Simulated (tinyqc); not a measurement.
CIS on RHF in the sto-3g basis, for BeH+, spin multiplicity 1, step by step. One step of it, computed by the program tinyqc.

Problem. Orthogonalisation. S = U s U^T; symmetric (Loewdin) form X = U s^(-1/2) U^T, so that X^T S X = 1.

overlap S, lower triangle:
```
           1Be 1s    1Be 2s   1Be 2px   1Be 2py   1Be 2pz     2H 1s
1Be 1s   1.000000
1Be 2s   0.259517  1.000000
1Be 2px  0.000000  0.000000  1.000000
1Be 2py  0.000000  0.000000  0.000000  1.000000
1Be 2pz  0.000000  0.000000  0.000000  0.000000  1.000000
2H 1s    0.061418  0.437499  0.000000  0.000000  0.509604  1.000000
```

Give: eigenvalues of S; X.

Solution.

eigenvalues of S: 0.3188  0.7940  1.0000  1.0000  1.1750  1.7123

X, lower triangle:
```
          1Be 1s   1Be 2s  1Be 2px  1Be 2py  1Be 2pz   2H 1s
1Be 1s    1.0277
1Be 2s   -0.1456   1.1418
1Be 2px   0.0000   0.0000   1.0000
1Be 2py   0.0000   0.0000   0.0000   1.0000
1Be 2pz  -0.0114   0.1313   0.0000   0.0000   1.1497
2H 1s     0.0223  -0.3230   0.0000   0.0000  -0.3695  1.2610
```
